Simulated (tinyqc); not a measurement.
Inside a calculation: two-band k.p model of the Delta valleys near the X point under shear strain. Values are carried at full precision from step to step, so a last printed digit may differ when a step is redone from the rounded ones.

Constants: hbar^2/2m0 = 3.80998211 eV angstrom^2.

Values chosen for the exercise (near those of Si; shifted at random, so the results belong to these values and not to a real crystal): a = 5.421 angstrom (lattice constant); ml = 0.917 m0 (longitudinal mass); mt = 0.189 m0 (transverse mass); kx0 = 0.145 2 pi/a (distance of the minimum from X); D = 15.1 eV (shear deformation potential); Mp = 0.23 m0 (coupling mass); exy = 0.011 (shear strain); k = (0.061, 0.035, 0.2) 1/angstrom (wave vector from X).

## Scales

k0 = kx0 2 pi/a; Delta = 2 c k0^2/ml with c = hbar^2/2m0, half the splitting of the two bands at k0; eta = D exy/Delta measures the shear coupling against it.

k0 = 0.16806 1/angstrom
Delta = 0.23470 eV
eta = 0.7077
splitting of the two bands at X, 2 |D exy| = 0.3322 eV

## The Hamiltonian at one k

Valley pair on the [001] axis, kz counted from the X point, c = hbar^2/2m0, k0 = kx0 2 pi/a. H = (c kz^2/ml + c (kx^2 + ky^2)/mt + c k0^2/ml) 1 + (2 c k0 kz/ml) sigma_z + (D exy - 2 c kx ky/Mp) sigma_x, so E = c kz^2/ml + c (kx^2 + ky^2)/mt + c k0^2/ml -/+ sqrt((2 c k0 kz/ml)^2 + (D exy - 2 c kx ky/Mp)^2). Without strain the lower band has its minima, E = 0, at kz = +/- k0. Shifts from diagonal strain are left out.

Fill in the 2 x 2 matrix (sigma_z diagonal) and give its levels.

H(k) (eV):
```
        1       2
1  0.6626  0.0954
2  0.0954  0.1039
```

levels (eV): 0.0881  0.6784

## Position, depth and masses of the minimum

For |eta| < 1: k_min = k0 sqrt(1 - eta^2), E_min = -Delta eta^2/2, ml(eta) = ml/(1 - eta^2), 1/m[110] = 1/mt + eta/Mp, 1/m[1-10] = 1/mt - eta/Mp. For |eta| > 1 the minimum sits at X: E_min = -Delta (2 |eta| - 1)/2, ml(eta) = ml/(1 - 1/|eta|), and eta is replaced by its sign in the transverse masses.

k_min = 0.1187 1/angstrom
E_min = -58.77 meV
ml(eta) = 1.837 m0

masses along [110] and [1-10] (m0): 0.1195  0.4517

The minimum has moved 29.3 % of the way to X; electrons are lighter along [110] (-36.8 % against mt) and heavier across (+139.0 %).

## The two bands along kz

kx = ky = 0, kz from 0 to 1.6 k0 in steps of 0.2 k0, with and without the strain.

Levels (eV):
```
kz/k0  kz (1/angstrom)    lower   upper  lower, no strain  upper, no strain
0.0             0.0000  -0.0487  0.2835            0.1174            0.1174
0.2             0.0336  -0.0506  0.2947            0.0751            0.1690
0.4             0.0672  -0.0547  0.3269            0.0422            0.2300
0.6             0.1008  -0.0582  0.3774            0.0188            0.3004
0.8             0.1344  -0.0582  0.4431            0.0047            0.3802
1.0             0.1681  -0.0528  0.5222            0.0000            0.4694
1.2             0.2017  -0.0406  0.6133            0.0047            0.5680
1.4             0.2353  -0.0208  0.7155            0.0188            0.6759
1.6             0.2689   0.0072  0.8284            0.0422            0.7933
```

## Checks

- Depth of the minimum by numerical search against the closed form (eV): both -0.058774.
- Mass along [110] by finite differences against the closed form: both 0.1195.

Run: tinyqc, `OMP_NUM_THREADS=1 python tinyqc.py 1081349 1081350 out.jsonl`; Intel(R) Xeon(R) Processor @ 2.30GHz, one thread, shared host; about 0.01 s of CPU time with all checks.
